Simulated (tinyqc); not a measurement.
Transmission against field: band-to-band tunnelling across a p-n junction in a two-band chain.

Sites alternate A at -Eg/2 and C at +Eg/2 with hopping -t; near the edges, with k counted from the zone boundary pi/a, E^2 = (Eg/2)^2 + (t a k)^2, so t = sqrt(c Eg/m)/a gives the mass m, c = hbar^2/2m0. In the gap cosh(q a) = 1 + (Eg^2/4 - e^2)/(2 t^2), e the energy from the local mid-gap. The potential is V0 = Eg + ov on the p side (left), 0 on the n side, and falls linearly over the 2N sites of the junction, V_j = V0 (1 - j/(2N + 1)), j = 1 to 2N, site 1 being A. E = Eg/2 + x ov. A half chain that ends on a site of level e1 with neighbour e2 has g = (1 + z)/(E - e1), z = exp(-/+ i k a) the root with Im g < 0, cos(k a) = (E - e1)(E - e2)/(2 t^2) - 1. S_L = t^2 g (ending on C, shifted by V0), S_R = t^2 g (starting on A). T = 4 Im(S_L) Im(S_R) |G_(1,2N)|^2.

Constants: hbar^2/2m0 = 3.80998211 eV angstrom^2.

Values chosen for the exercise (gap and mass near those of GaSb; not measured data): Eg = 0.76 eV (gap); m = 0.0399 m0 (mass of electron and light hole); a = 4 angstrom (period (two sites)); ov = 0.49 eV (overlap: top of the valence band on the p side above the conduction edge on the n side); x = 0.79 (energy above the n-side conduction edge, as a share of ov).

N is varied at fixed V0 and E. WKB: exp(-2 I/F) with I = pi Eg^2/(8 t a), F = V0/((2N + 1) a/2); this is the Landau-Zener result for a uniform field.

Against N:
```
N   F (MV/cm)  exponent  T, chain    T, WKB  ratio
5       5.682     0.937     0.397     0.392  1.015
8       3.676     1.448     0.273     0.235  1.161
12      2.500     2.130     0.148     0.119  1.245
18      1.689     3.153    0.0540    0.0427  1.264
26      1.179     4.516    0.0138    0.0109  1.259
55      0.563     9.458  0.000101  7.81e-05  1.290
80      0.388    13.718  1.25e-06  1.10e-06  1.130
```

Give the missing row, N = 38, F (MV/cm) = 0.812.

Computed row:
```
N   F (MV/cm)  exponent  T, chain   T, WKB  ratio
38      0.812     6.561   0.00183  0.00141  1.295
```

T falls from 0.397 at 5.68 to 1.25e-06 at 0.39 MV/cm. ln T against 1/F has slope -5.426 MV/cm between the rows N = 38 and 80, against -2I = -5.325. The ratio to WKB stays between 1.01 (N = 5) and 1.30 (N = 38): the exponent decides, and the ratio holds the reflections where the field begins and ends and the lattice correction to q, which scales the exponent and so grows with N.

Run: tinyqc, `OMP_NUM_THREADS=1 python tinyqc.py 1451786 1451787 out.jsonl`; Intel(R) Xeon(R) Processor @ 2.30GHz, one thread, shared host; about 0.01 s of CPU time with all checks.
